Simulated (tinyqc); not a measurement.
# p-type polysilicon, carrier trapping at grain boundaries, step by step

Program tinyqc, `OMP_NUM_THREADS=1 python tinyqc.py 2830218 2830219 out.jsonl`; Intel Xeon 2.30GHz, shared host, one thread, about 0.01 s. Printed values are rounded.

One-dimensional grains of size Lg, uniform ionised doping N, monovalent traps Qt at each boundary at a depth Et below (for electrons) or above (for holes) the band edge there, abrupt depletion of width W on each side of a boundary, Boltzmann statistics. xi is the distance from the band edge at the grain centre to the Fermi level. Trapped charge Qt/(1 + exp((xi + VB - Et)/Vt)) = 2 N W, barrier VB = q N W^2/(2 eps0 eps_r).

Values chosen for this exercise; values of the order met in polycrystalline silicon:
- T = 300 K (temperature)
- eps_r = 11.7 (relative permittivity)
- NB = 2.65e19 cm^-3 (valence-band density of states at T)
- Lg = 160 nm (grain size)
- Qt = 2.2e12 cm^-2 (trap density of a grain boundary)
- Et = 0.39 eV (depth of the trap level from the majority band edge at the boundary)
- ms = 0.46 m0 (mass for thermionic emission)
- fe = 0.25 (correction factor of the emission rate)
- mug = 110 cm^2/(V s) (mobility inside the grains)
- N = 3.2e17 cm^-3 (doping)

Constants: q = 1.602176634e-19 C, kB = 1.380649e-23 J/K, m0 = 9.1093837015e-31 kg, Vt = kB T/q, eps0 = 8.8541878128e-14 F/cm where lengths are in cm. Results are converted to the units shown.

## Starting value

W = 28 nm.

W at the start = 28 nm

## Iteration 1: new W

Partly depleted grain, xi = Vt ln(NB/N): f = 1/(1 + exp((xi + VB - Et)/Vt)), g = Qt f - 2 N W, g' = -2 Qt f (1 - f) VB/(W Vt) - 2 N, W(new) = W - g/g'.

VB = 0.1940045 V
f = 0.9594905
g = 3.188790e11 cm^-2
g' = -1.098364e11 cm^-2/nm
W after iteration 1 = 30.90322 nm

## Iteration 2: new W

As before.

VB = 0.2363215 V
f = 0.8217093
g = -1.700454e11 cm^-2
g' = -2.546799e11 cm^-2/nm
W after iteration 2 = 30.23554 nm

## Course of the iteration

Stop when the step is below 1e-10 nm, or after 40 iterations.

Course of the iteration:
```
iteration  W before the step (nm)  step (nm)
1                              28       2.90
2                        30.90322     -0.668
3                        30.23554    -0.0809
4                        30.15459   -1.07e-3
5                        30.15353   -1.81e-7
6                        30.15353          0
```

Converged in 6 iterations.

## Depletion width, Fermi level and barrier

If the trap equation with xi = Vt ln(NB/N) has a root W < Lg/2, the grain is partly depleted; otherwise W = Lg/2 and the trap equation gives xi = Et - VB + Vt ln(Qt/(N Lg) - 1). N* = Qt/Lg.

N* = 1.375e17 cm^-3
W = 30.15353 nm
xi = 0.1141774 V
VB = 0.2249945 V
share of traps filled = 0.8771935

N is 2.33 N*, and the grain is partly depleted; VB = 8.70 Vt.

## Resistivity and effective mobility

n0 = NB exp(-xi/Vt); mean density n0 (1 - 2 W/Lg) by charge balance in a partly depleted grain, and n0 (sqrt(pi)/2) erf(u)/u with u = sqrt(VB/Vt) in a fully depleted one; v = sqrt(kB T/(2 pi ms m0)); barrier resistivity Vt exp(VB/Vt)/(q fe n0 v Lg); grain resistivity (1 - 2 W/Lg)/(q n0 mug); effective mobility 1/(q mean density total resistivity).

n0 = 3.2e17 cm^-3
mean density = 1.993859e17 cm^-3
v = 3.966331e6 cm/s
barrier resistivity = 191.3933 ohm cm
grain resistivity = 0.1104820 ohm cm
resistivity = 191.5038 ohm cm
effective mobility = 0.1634624 cm^2/(V s)

The resistivity is 1080 times that of a single crystal with the same N and mobility mug, and the mean density is 62.3 % of N.
